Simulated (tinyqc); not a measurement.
# Box-like doped layer, carriers, mobility and sheet resistance, step by step

tinyqc, about 0.01 s, one thread, Intel Xeon 2.30GHz (shared host): `OMP_NUM_THREADS=1 python tinyqc.py 2110018 2110019 out.jsonl` Printed values are rounded.

An n-type layer from the surface x = 0 to the junction xj, N(x) = N0 for x < xb and N0 10^(-(x - xb)/Lt) beyond. Local neutrality (no depletion at surface or junction, no spilling of carriers), intrinsic carriers neglected, full ionisation of active dopants.

Inputs (values chosen for the exercise); values close to those of phosphorus in silicon over a p-type background:
- T = 500 K (temperature)
- Nb = 3.3e16 cm^-3 (background doping of the opposite type)
- N0 = 3e20 cm^-3 (peak chemical concentration)
- m1 = 69.2 cm^2/(V s) (mobility limit at high doping)
- m2 = 1370 cm^2/(V s) (mobility limit at low doping, at 300 K)
- Nr = 9.55e16 cm^-3 (reference doping of the mobility law)
- am = 0.702 (exponent of the mobility law)
- bt = 2.3 (temperature exponent of m2)
- Ns = 4.05e20 cm^-3 (solubility limit of active dopant)
- xb = 82 nm (depth of the flat top)
- Lt = 22 nm/decade (abruptness of the tail)

Constants: q = 1.602176634e-19 C. Results are converted to the units shown.

## Junction depth and local values

xj = xb + Lt log10(N0/Nb); 12 equal steps from 0 to xj. Active dopant A = min(N, Ns); n = A - Nb; mobility mu = m1 + (m2 (T/300 K)^(-bt) - m1)/(1 + ((A + Nb)/Nr)^am).

xj = 169.089 nm

```
point   x (nm)   N (cm^-3)   A (cm^-3)  n (1e20 cm^-3)  mu (cm^2/(V s))
0        0.000        3e20        3e20         2.99967          70.4370
1       14.091        3e20        3e20         2.99967          70.4370
2       28.182        3e20        3e20         2.99967          70.4370
3       42.272        3e20        3e20         2.99967          70.4370
4       56.363        3e20        3e20         2.99967          70.4370
5       70.454        3e20        3e20         2.99967          70.4370
6       84.545  2.29855e20  2.29855e20         2.29822          70.6902
7       98.635  5.25974e19  5.25974e19         0.52564          73.3632
8      112.726  1.20358e19  1.20358e19         0.12003          80.6617
9      126.817  2.75413e18  2.75413e18         0.02721          99.5039
10     140.908  6.30223e17  6.30223e17         0.00597          141.459
11     154.999  1.44213e17  1.44213e17         0.00111          208.354
12     169.089      3.3e16      3.3e16         0.00000          268.984
```

The mobility runs from 70.4 to 269 cm^2/(V s).

## Sheet quantities by the trapezoid rule

Dose = integral of N, carrier sheet density = integral of n, 1/Rs = q integral of n mu, mean mobility 1/(q Rs sheet density), Hall mobility (unit Hall factor) = integral of n mu^2 over integral of n mu, Hall sheet density = (integral of n mu)^2/integral of n mu^2; all from 0 to xj.

dose = 2.7449e15 cm^-2
carrier sheet density = 2.7444e15 cm^-2
Rs = 32.178 ohm/square
mean mobility = 70.679 cm^2/(V s)
Hall mobility = 70.745 cm^2/(V s)
Hall sheet density = 2.7418e15 cm^-2

Carriers make up 100 % of the dose. A Hall measurement weights the mobile tail, so its sheet density is 0.093 % below the true one. With 4000 steps Rs = 32.16 ohm/square; the coarse value is 0.060 % above it.
